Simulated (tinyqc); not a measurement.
# Threshold-voltage variability of a planar MOSFET, analytic estimates, step by step

Computed by the program tinyqc: `OMP_NUM_THREADS=1 python tinyqc.py 2090011 2090012 out.jsonl`, one thread of a shared Intel Xeon 2.30GHz, about 0.01 s for the whole run. Printed values are rounded.

Three independent sources add in quadrature: random dopants in the depleted layer, metal-gate grains of two orientations, and roughness of the two gate edges acting through the roll-off VT = VT(long) - Vr exp(-L/l). These are first-order estimates: no three-dimensional electrostatics, no percolation.

Values chosen for this exercise; material values close to those of silicon:
- T = 273 K (temperature)
- Eg = 1.13 eV (band gap)
- eps_r = 11.5 (relative permittivity of the semiconductor)
- Nc = 2.47e19 cm^-3 (conduction-band density of states at T)
- Nv = 2.33e19 cm^-3 (valence-band density of states at T)
- Na = 4.7e17 cm^-3 (channel doping)
- ti = 2 nm (oxide-equivalent thickness in inversion)
- L = 90 nm (gate length)
- W = 410 nm (gate width)
- G = 4 nm (metal grain size)
- dW = 0.3 eV (work-function difference of the two grain orientations)
- p = 0.4 (share of the orientation of higher work function)
- De = 1.1 nm (rms roughness of one gate edge)
- La = 10 nm (correlation length of the roughness)
- l = 24 nm (decay length of the threshold roll-off)
- Vr = 1.9 V (prefactor of the roll-off)
- n = 1.24 (subthreshold factor)
- gI = 25 1/V (gm/I of a matched pair)
- sb = 1.2 % (spread of the gain factor of one device)
- Nb = 33554432 (number of cells)
- Y = 0.962 (wanted yield)

Constants: q = 1.602176634e-19 C, kB = 1.380649e-23 J/K, Vt = kB T/q, eps0 = 8.8541878128e-14 F/cm where lengths are in cm. Results are converted to the units shown.

## Random dopants

ni = sqrt(Nc Nv) exp(-Eg/(2 Vt)), Eg in volts; Cox = 3.9 eps0/ti; Wd = sqrt(4 eps0 eps_r Vt ln(Na/ni)/(q Na)); dopants: s1 = (q/Cox) sqrt(Na Wd/(3 L W)). The slope A1 = s1 sqrt(L W); mean number of dopants Na L W Wd.

Cox = 1.72657 uF/cm^2
Wd = 50.5525 nm
mean number of dopants = 876.731
A1 = 0.825822 mV um
s1 = 4.29906 mV

Counting alone, 1/sqrt(N) of the depletion voltage q Na Wd/Cox = 220 mV, would give sqrt(3) times more: dopants deep in the layer act less on the surface.

## Metal grains and edge roughness

Grains: Ng = L W/G^2 (at least 1), s2 = dW sqrt(p (1 - p)/Ng). Edges, with exponential correlation and u = W/La: the mean gate length has sL^2 = 2 De^2 (2/u)[1 - (1 - exp(-u))/u]; s3 = sL (Vr/l) exp(-L/l).

Ng = 2306.25
s2 = 3.06037 mV
sL = 0.339366 nm
dVT/dL = 1.86182 mV/nm
s3 = 0.631840 mV

## Total spread, mismatch and leakage

s = sqrt(s1^2 + s2^2 + s3^2). For a pair: s(dVT) = sqrt(2) s; current mismatch sqrt(2) sqrt((gI s)^2 + sb^2); input offset = current mismatch/gI. For a Gaussian VT the off current is log-normal with mean/median = exp(s^2/(2 (n Vt)^2)).

s = 5.31479 mV
s(dVT) = 7.51625 mV
current mismatch = 18.8671 %
input offset = 7.54684 mV
mean/median of Ioff = 1.01674

The dopants give 65.4 % of the variance; without them s would be 3.12 mV.

## Iteration 1: margin in standard deviations for the wanted yield

k at the start = 3

Cells fail independently with probability Q(k) = erfc(k/sqrt(2))/2 when the margin is k standard deviations, and Y = exp(-Nb Q(k)). phi = exp(-k^2/2)/sqrt(2 pi). Newton steps on ln Q(k) = ln(-ln(Y)/Nb): k(new) = k + [ln Q - ln(-ln(Y)/Nb)] Q/phi.

Q(k) = 0.00134990
phi = 0.00443185
k after iteration 1 = 7.25568

## Iteration 2: margin in standard deviations for the wanted yield

As before.

Q(k) = 1.99826e-13
phi = 1.47645e-12
k after iteration 2 = 6.08338

## Course of the iteration: margin in standard deviations for the wanted yield

Stop when k changes by less than 1e-9, or after 30 iterations.

Course of the iteration:

| iteration | k | \|change\| |
|---|---|---|
| 1 | 7.25568 | 4.26 |
| 2 | 6.08338 | 1.17 |
| 3 | 5.97535 | 0.108 |
| 4 | 5.97442 | 9.29e-4 |
| 5 | 5.97442 | 6.86e-8 |
| 6 | 5.97442 | < 1e-12 |

Converged in 6 iterations. At the end the number of correct digits about doubles with each step. With s(dVT) = 7.52 mV, 5.97 standard deviations are 44.9 mV.
